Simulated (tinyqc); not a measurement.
Temperature: carrier statistics of a doped semiconductor with parabolic bands.

Eg(T) = Eg0 - al T^2/(T + be); m_de = Mv^(2/3) (ml mt^2)^(1/3); m_dh = (mhh^(3/2) + mlh^(3/2))^(2/3); Nc and Nv from N = 2 (m kB T/(4 pi c))^(3/2) with c = hbar^2/2m0, in 1/angstrom^3; times 1e24 for 1/cm^3.

Energies are counted from Ev, so Ec = Eg. n = Nc F_1/2((EF - Eg)/kT), p = Nv F_1/2(-EF/kT), ND+ = ND/(1 + 2 exp((EF - Eg + ED)/kT)), NA- = NA/(1 + 4 exp((EA - EF)/kT)); neutrality asks p + ND+ = n + NA-. F_j(eta) = (1/Gamma(j + 1)) integral_0^infinity x^j dx/(1 + exp(x - eta)), which tends to exp(eta) for eta << 0.

Constants: hbar^2/2m0 = 3.80998211 eV angstrom^2; kB = 8.617333262e-05 eV/K.

Values chosen for the exercise (near those of AlAs; not measured data): Eg0 = 2.234 eV (gap at 0 K); al = 0.000699 eV/K (Varshni alpha); be = 529 K (Varshni beta); ml = 0.975 m0 (longitudinal electron mass); mt = 0.219 m0 (transverse electron mass); Mv = 3 (equivalent valleys); mhh = 0.753 m0 (heavy-hole mass); mlh = 0.149 m0 (light-hole mass); ND = 3.6e+14 1/cm^3 (donors); NA = 4e+12 1/cm^3 (acceptors); ED = 0.0698 eV (donor level below Ec); EA = 0.0601 eV (acceptor level above Ev).

Neutrality solved at each temperature; ni = sqrt(Nc Nv) exp(-Eg/2kT).

Carriers (1/cm^3):
```
T (K)  EF (eV)         n         p  majority / |ND - NA|        ni  Eg (eV)
30      2.1729  4.31e+07    <1e-99              1.21e-07    <1e-99   2.2329
50      2.1753  2.69e+12    <1e-99               0.00757  4.24e-95   2.2310
77      2.1601  8.59e+13    <1e-99                 0.241  2.88e-55   2.2272
120     2.1205  3.14e+14  3.97e-71                 0.883  1.12e-28   2.2185
200     2.0211  3.54e+14  1.14e-32                 0.995  2.01e-09   2.1956
300     1.8807  3.56e+14  4.54e-13                 0.999      12.7   2.1581
450     1.6497  3.56e+14      11.0                  1.00  6.24e+07   2.0894
600     1.4025  3.56e+14  8.36e+07                  1.00  1.72e+11   2.0111
800     1.0593  3.72e+14  1.65e+13                  1.05  7.83e+13   1.8974
1000    0.8968  3.64e+15  3.28e+15                  10.2  3.45e+15   1.7768
```

What does the comparison show, and why?

Ionisation is incomplete: the majority density is below 90 % of the net doping at 30, 50, 77 and 120 K, down to a share of 1.2e-07. It is within 10 % of the net doping at 200, 300, 450, 600 and 800 K. At 1000 K thermal pairs lift it more than 10 % above the net doping; ni has reached 3.45e+15 1/cm^3 at 1000 K against a net doping of 3.56e+14. EF goes from 2.173 eV to 0.897 eV, where midgap is 0.888 eV and the intrinsic level (Boltzmann) 0.892 eV.

tinyqc: `OMP_NUM_THREADS=1 python tinyqc.py 1651190 1651191 out.jsonl`; about 0.01 s, one thread, shared Intel(R) Xeon(R) Processor @ 2.30GHz.
